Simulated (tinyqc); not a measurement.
Electron-beam lithography: double-Gaussian proximity function, edge placement and dose correction for parallel lines: one step, computed by the program tinyqc. Command: `OMP_NUM_THREADS=1 python tinyqc.py 3112429 3112430 out.jsonl proximity walk`. One thread of a shared host (Intel(R) Xeon(R) Processor @ 2.30GHz), about 0.01 s of CPU time with the checks.

Lines are infinitely long. Absorbed energy is counted so that the middle of a very large area written at dose 1 receives 1; the resist develops where it exceeds 1/2.

Task: Dose to size and latitude. A test line of width w << beta in surroundings of density rho, all at dose d: near its edge E(x) = d [S + eta rho]/(1 + eta), S = [erf((b - x)/alpha) - erf((a - x)/alpha)]/2 for edges a and b, the second term being the background energy. Dose to size d_s = (1 + eta)/(erf(w/alpha) + 2 eta rho), dose = d_s D0; edge slope d [1 - exp(-w^2/alpha^2)]/(sqrt(pi) alpha (1 + eta)); width change per 1 % of dose = 2 x 0.01 x (1/2)/slope.

Inputs (values chosen for the exercise, of the order of those for 50 keV electrons in resist on silicon):

| quantity | value | unit |
|---|---|---|
| forward range alpha | 0.016 | micrometre |
| backscatter ratio eta | 0.88 | - |
| base dose D0 | 120 | microcoulomb/cm^2 |
| width of the test line | 0.096 | micrometre |
| pattern density around the test line | 0.15 | - |

Give: dose to size d_s; dose; edge slope; width change per 1 % of dose; background energy.

Result:

dose to size d_s = 1.4873

dose = 178.48 microcoulomb/cm^2

edge slope = 0.027897 1/nm

width change per 1 % of dose = 0.35846 nm

background energy = 0.10443

The background supplies 21 % of the threshold.
